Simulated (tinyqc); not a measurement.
The decay curve: photoconductance decay in a wafer: bulk and surface recombination modes, and iron detection by pair splitting. Computed by tinyqc, a small Python program. Command: `OMP_NUM_THREADS=1 python tinyqc.py 3111142 3111143 out.jsonl pcd walk`. One thread of a shared host (Intel(R) Xeon(R) Processor @ 2.30GHz), about 0.01 s of CPU time with the checks.

Both faces of the wafer have the same S; injection is low and all coefficients are constant. x runs from -W/2 to W/2.

Inputs (values chosen for the exercise, modelled on p-type silicon):

| quantity | value | unit |
|---|---|---|
| thickness W | 775 | micrometre |
| diffusivity D | 21.4 | cm^2/s |
| bulk lifetime tau_b without iron | 2100 | microsecond |
| surface recombination velocity S | 2.3 | cm/s |
| absorption coefficient alpha | 1900 | 1/cm |

Method:
- Even modes cos(a x) obey b tan b = S W/(2 D) with b = a W/2, odd modes sin(a x) obey -b cot b = S W/(2 D); each decays at the rate 1/tau_b + D a^2.
- tau_eff is the decay time of the first mode. The surface time is 1/(D a^2) of that mode; shortcuts for it are W/(2 S), W^2/(pi^2 D) and their sum, whose error is sum/surface time - 1.
- Light from one face makes n(x, 0) proportional to exp(-alpha (x + W/2)). Only even modes carry the thickness average: weight c_n = [sin b/b] int n cos(a x) dx / (int cos^2(a x) dx x mean n), with int exp(-alpha (x + W/2)) cos(a x) dx = [alpha cos b (1 - E) + a sin b (1 + E)]/(alpha^2 + a^2), E = exp(-alpha W), and int cos^2 = W/2 + sin(2 b)/(2 a).
- Mean density = sum_n c_n exp(-t/tau_n) over 60 modes; the local decay time is -1/(d ln n/dt).

W^2/(pi^2 D) = 28.4374 microsecond

tau_eff = 1867.54 microsecond

Decay:

| t / (W^2/(pi^2 D)) | t (microsecond) | mean density/start | local decay time (microsecond) |
|---|---|---|---|
| 0.02 | 0.569 | 0.99936 | 1184.9 |
| 0.05 | 1.422 | 0.99871 | 1407.9 |
| 0.10 | 2.844 | 0.99776 | 1557.5 |
| 0.20 | 5.687 | 0.99602 | 1684.7 |
| 0.50 | 14.219 | 0.99121 | 1813.1 |
| 1.00 | 28.437 | 0.98359 | 1860.0 |
| 2.00 | 56.875 | 0.96871 | 1867.4 |

What follows from these numbers?

The local decay time goes from 1180 to 1870 microsecond against tau_eff = 1870. Early on higher modes speed the decay, so a fit must start late.
